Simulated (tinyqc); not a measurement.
Inside a calculation. Model: tunnelling through a gate dielectric, WKB transmission and Tsu-Esaki current.

Computed by the program tinyqc: `OMP_NUM_THREADS=1 python tinyqc.py 2540101 2540102 out.jsonl`, one thread of a shared Intel Xeon 2.30GHz, about 0.05 s for the whole run. Printed values are rounded.

Electrons leave the emitter at x = 0. Energies E (motion across the layers) are in eV from the emitter Fermi level; the collector Fermi level lies at -V and offers states at every E. No charge in the dielectric and no image force: F1 = V/t1, U = phi1 - F1 x. With C = hbar^2/(2 m0), kappa = sqrt(m (U - E)/C) where U > E and 0 elsewhere; T(E) = exp(-S), S = 2 times the integral of kappa over x.

Parameters, values chosen for the exercise; dielectric values close to those of zirconium oxide: temperature T = 400 K; Fermi energy of the emitter above its band bottom Ef = 2.3 eV; emitter mass in the supply function me = 0.55 m0; barrier of layer 1 above the emitter Fermi level at zero bias phi1 = 1.37 eV; tunnelling mass of layer 1 m1 = 0.25 m0; thickness of layer 1 t1 = 6 nm; voltage across the dielectric V = 2.5 V; energy of the electron followed E = 0 eV; cells in each layer nc = 9; lower end of the energy grid Ea = -0.49 eV; upper end of the energy grid Eb = 0.62 eV; points of the energy grid nE = 15.

Constants: q = 1.602176634e-19 C, kB = 1.380649e-23 J/K, hbar = 1.054571817e-34 J s, m0 = 9.1093837015e-31 kg, Vt = kB T/q, hbar^2/(2 m0) = 0.0380998212 eV nm^2. Results are converted to the units shown.

## Fields and band edges

F1 = V/t1, U = phi1 - F1 x.

F1 = 4.16667 MV/cm
U at x = t1 = -1.13 eV

## WKB exponent by the midpoint rule

Cut each layer into nc equal cells, take U and kappa at the cell centres, and sum S = 2 sum kappa h.

| cell | x (nm) | U (eV) | kappa (1/nm) |
|---|---|---|---|
| 0 | 0.33333 | 1.23111 | 2.84222 |
| 1 | 1.00000 | 0.95333 | 2.50110 |
| 2 | 1.66667 | 0.67556 | 2.10542 |
| 3 | 2.33333 | 0.39778 | 1.61558 |
| 4 | 3.00000 | 0.12000 | 0.88736 |
| 5 | 3.66667 | -0.15778 | 0.00000 |
| 6 | 4.33333 | -0.43556 | 0.00000 |
| 7 | 5.00000 | -0.71333 | 0.00000 |
| 8 | 5.66667 | -0.99111 | 0.00000 |

S = 13.2689
T(E) = 1.72738e-6

## WKB exponent in closed form

Each layer adds (2/F) sqrt(m/C) [G(u at its left edge) - G(u at its right edge)] to S, with u = U - E (0 where negative) and G(u) = (2/3) u^1.5. The slope follows from 1/d = -dS/dE.

S = 13.1444
T(E) = 1.95649e-6
energy d over which T(E) grows by a factor e = 0.069485 eV

The midpoint rule gives S = 13.269, so its T(E) is 12 % below this value. The band edge of layer 1 drops below E inside the layer: the barrier there is triangular (the Fowler-Nordheim case).

## Current density on a coarse energy grid

J = J0 times the integral of T(E) N(E) dE, N = ln[(1 + exp(-E/Vt))/(1 + exp((-E - V)/Vt))], J0 = q^2 me m0 kB T/(2 pi^2 hbar^3) (times 1e-4 for A/cm^2 per eV), by Simpson's rule on nE equally spaced points from Ea to Eb.

| point | E (eV) | T(E) | N | T(E) N |
|---|---|---|---|---|
| 0 | -0.490000 | 9.32161e-10 | 14.2155 | 1.32512e-8 |
| 1 | -0.410714 | 3.47300e-9 | 11.9154 | 4.13820e-8 |
| 2 | -0.331429 | 1.25701e-8 | 9.61524 | 1.20865e-7 |
| 3 | -0.252143 | 4.41677e-8 | 7.31566 | 3.23116e-7 |
| 4 | -0.172857 | 1.50553e-7 | 5.02143 | 7.55993e-7 |
| 5 | -0.093571 | 4.97464e-7 | 2.77876 | 1.38233e-6 |
| 6 | -0.014286 | 1.59205e-6 | 0.921690 | 1.46738e-6 |
| 7 | 0.065000 | 4.93042e-6 | 0.141254 | 6.96443e-7 |
| 8 | 0.144286 | 1.47610e-5 | 0.0150938 | 2.22799e-7 |
| 9 | 0.223571 | 4.26759e-5 | 0.00152333 | 6.50093e-8 |
| 10 | 0.302857 | 1.19006e-4 | 1.52804e-4 | 1.81846e-8 |
| 11 | 0.382143 | 3.19671e-4 | 1.53182e-5 | 4.89680e-9 |
| 12 | 0.461429 | 8.25931e-4 | 1.53552e-6 | 1.26823e-9 |
| 13 | 0.540714 | 0.00204912 | 1.53922e-7 | 3.15404e-10 |
| 14 | 0.620000 | 0.00487248 | 1.54292e-8 | 7.51786e-11 |

J0 = 3.06802e8 A/(cm^2 eV)
J = 123.573 A/cm^2

The integrand peaks at E = -0.0143 eV among these points. A converged quadrature from -Ef to above the barrier gives 124.5 A/cm^2; this grid is 0.74 % below that.
